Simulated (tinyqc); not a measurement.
What moves the results: quasiparticle equation with a plasmon-pole self-energy for two band edges. A value that a table varies takes the place of the one given here.

For each edge E = e + X + Sc(E), with the correlation part Sc(E) = A[0]/(E - a + w) + A[1]/(E - b - w); a and b are the valence and conduction energies that enter the Green function (a = ev, b = ec in the one-shot scheme). Z = 1/(1 - dSc/dE), dSc/dE = -A[0]/(E - a + w)^2 - A[1]/(E - b - w)^2.

Values chosen for the exercise (scales of the order of those of diamond; the results hold for these values, not for the real material):
- ev = 0 eV (mean-field valence top)
- ec = 4.3 eV (mean-field conduction edge)
- w = 28.7 eV (pole energy)
- Av = (106.7, 61.2) eV^2 (weights of the valence state on the hole and electron poles)
- Ac = (47.1, 113) eV^2 (the same for the conduction state)
- Xv = -2.33 eV (exchange minus the mean-field potential, valence)
- Xc = 3.38 eV (the same, conduction)

## Schemes compared

Z = 1; linearised; exact one-shot; energies updated in G (a, b); updated in G and W, where w grows by half of the opening of the gap (a rule chosen for the exercise).

Results (eV):

| scheme | Ev | Ec | gap | opening |
|---|---|---|---|---|
| mean field | 0.000 | 4.300 | 4.300 | 0.000 |
| Z = 1 | -0.467 | 5.170 | 5.637 | 1.337 |
| linearised | -0.394 | 5.037 | 5.431 | 1.131 |
| one-shot, exact | -0.393 | 5.035 | 5.429 | 1.129 |
| update G | -0.401 | 5.119 | 5.520 | 1.220 |
| update G and W | -0.445 | 5.178 | 5.623 | 1.323 |

The openings run from 1.129 (one-shot, exact) to 1.337 eV (Z = 1). Linearising moves the gap by 2 meV, updating G +91 meV and updating W a further +103 meV: once Z is kept, the level of self-consistency matters more than linearising.

## The starting point

The mean-field gap is opened by d (ev lowered by d/2, ec raised by d/2) and X is changed by the opposite amounts, so that e + X stays; one-shot and G-updated gaps.

Gaps (eV):

| d | start | one-shot | update G |
|---|---|---|---|
| 0.0 | 4.300 | 5.4286 | 5.5198 |
| 0.2 | 4.500 | 5.4439 | 5.5198 |
| 0.4 | 4.700 | 5.4590 | 5.5198 |
| 0.6 | 4.900 | 5.4741 | 5.5198 |
| 0.9 | 5.200 | 5.4965 | 5.5198 |
| 1.2 | 5.500 | 5.5188 | 5.5198 |
| 1.6 | 5.900 | 5.5482 | 5.5198 |

The one-shot gap moves by a fraction 0.07 of any change of the starting gap, while the updated gap, 5.5198 eV, does not depend on it. The two agree where the start already equals the result, near d = 1.22 eV. A real change of starting point alters the orbitals and the screening too; this model holds both fixed.

## What each parameter does

Exact one-shot edges and Z of the valence state there. Each row changes one parameter from the base and keeps the others.

Results:

| case | Ev (eV) | Ec (eV) | gap (eV) | Z |
|---|---|---|---|---|
| base | -0.3933 | 5.0353 | 5.4286 | 0.8417 |
| w = 30.14 eV | -0.4844 | 5.1557 | 5.6401 | 0.8536 |
| Xv = -2.43 eV | -0.4774 | 5.0353 | 5.5128 | 0.8414 |
| Xc = 3.48 eV | -0.3933 | 5.1196 | 5.5129 | 0.8417 |
| ec = 4.4 eV | -0.3887 | 5.1319 | 5.5205 | 0.8420 |
| Av = (112.04, 61.2) eV^2 | -0.2353 | 5.0353 | 5.2707 | 0.8377 |
| Ac = (47.1, 118.65) eV^2 | -0.3933 | 4.8659 | 5.2592 | 0.8417 |

The largest shifts from the base row, up to three for each result and ties (the steps differ in size, so this ranks the rows, not the parameters). Ev (eV): Av +0.1580, w -0.0911, Xv -0.0842; unchanged at the printed digits by Xc and Ac. Ec (eV): Ac -0.1694, w +0.1204, ec +0.0965; unchanged at the printed digits by Xv and Av. gap (eV): w +0.2115, Ac -0.1694, Av -0.1580. Z: w +0.0119, Av -0.0040, Xv -0.0004; unchanged at the printed digits by Xc and Ac.

(tinyqc, `OMP_NUM_THREADS=1 python tinyqc.py 1850919 1850920 out.jsonl`, Intel(R) Xeon(R) Processor @ 2.30GHz, 1 thread, shared host, about 0.02 s.)
